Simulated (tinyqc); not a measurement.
# Worked calculation: p-type polysilicon, carrier trapping at grain boundaries

tinyqc, about 0.01 s, one thread, Intel Xeon 2.30GHz (shared host): `OMP_NUM_THREADS=1 python tinyqc.py 2830308 2830309 out.jsonl` Printed values are rounded.

One-dimensional grains of size Lg, uniform ionised doping N, monovalent traps Qt at each boundary at a depth Et below (for electrons) or above (for holes) the band edge there, abrupt depletion of width W on each side of a boundary, Boltzmann statistics. xi is the distance from the band edge at the grain centre to the Fermi level. Trapped charge Qt/(1 + exp((xi + VB - Et)/Vt)) = 2 N W, barrier VB = q N W^2/(2 eps0 eps_r).

Parameters, values chosen for the exercise; values of the order met in polycrystalline silicon:
- T = 400 K (temperature)
- eps_r = 11.7 (relative permittivity)
- NB = 4.08e19 cm^-3 (valence-band density of states at T)
- Lg = 26 nm (grain size)
- Qt = 1.3e12 cm^-2 (trap density of a grain boundary)
- Et = 0.39 eV (depth of the trap level from the majority band edge at the boundary)
- ms = 0.26 m0 (mass for thermionic emission)
- fe = 0.5 (correction factor of the emission rate)
- N = 1.1e17 cm^-3 (doping)

Constants: q = 1.602176634e-19 C, kB = 1.380649e-23 J/K, m0 = 9.1093837015e-31 kg, Vt = kB T/q, eps0 = 8.8541878128e-14 F/cm where lengths are in cm. Results are converted to the units shown.

Range of the model: VB is below Vt, where abrupt depletion and thermionic emission are rough.

## Depletion width, Fermi level and barrier

If the trap equation with xi = Vt ln(NB/N) has a root W < Lg/2, the grain is partly depleted; otherwise W = Lg/2 and the trap equation gives xi = Et - VB + Vt ln(Qt/(N Lg) - 1). N* = Qt/Lg.

N* = 5e17 cm^-3
W = 13 nm
xi = 0.419251 V
VB = 0.0143756 V
share of traps filled = 0.22

N is 0.220 N*, and the grain is fully depleted; VB = 0.417 Vt.

## Resistivity and effective mobility

n0 = NB exp(-xi/Vt); mean density n0 (1 - 2 W/Lg) by charge balance in a partly depleted grain, and n0 (sqrt(pi)/2) erf(u)/u with u = sqrt(VB/Vt) in a fully depleted one; v = sqrt(kB T/(2 pi ms m0)); barrier resistivity Vt exp(VB/Vt)/(q fe n0 v Lg); grain resistivity (1 - 2 W/Lg)/(q n0 mug); effective mobility 1/(q mean density total resistivity).

n0 = 2.12975e14 cm^-3
mean density = 1.86732e14 cm^-3
v = 6.09187e6 cm/s
barrier resistivity = 193.564 ohm cm
grain resistivity = 0.00000 ohm cm
resistivity = 193.564 ohm cm
effective mobility = 172.682 cm^2/(V s)

The resistivity is 331 times that of a single crystal with the same N and mobility mug, and the mean density is 0.170 % of N. The effective mobility exceeds mug only because drift through the depleted grain is left out.
